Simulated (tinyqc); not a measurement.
# Trap density and grain size from the barrier

Question. With all traps filled Vb = q Qt^2/(8 eps0 eps_r N), and in that limit the barrier is largest at N* = Qt/Lg. Find Qt, Lg and the depleted width Qt/N.

Parameters, values chosen for the exercise:
```
symbol,value,unit,meaning
eps_r,11.7,,relative permittivity of the semiconductor
```

Constants: q = 1.602176634e-19 C, eps0 = 8.8541878128e-14 F/cm where lengths are in cm. Results are converted to the units shown.

barrier at N = 9.8e16 cm^-3 = 0.33338530 V
doping of the largest barrier = 3.25e16 cm^-3

Answer. The barrier gives Qt, and N* then gives Lg.

Qt = 1.300e12 cm^-2
Lg = 400.0 nm
depleted width = 132.7 nm

Computed by the program tinyqc: `OMP_NUM_THREADS=1 python tinyqc.py 2610138 2610139 out.jsonl`, one thread of a shared Intel Xeon 2.30GHz, about 0.01 s for the whole run.
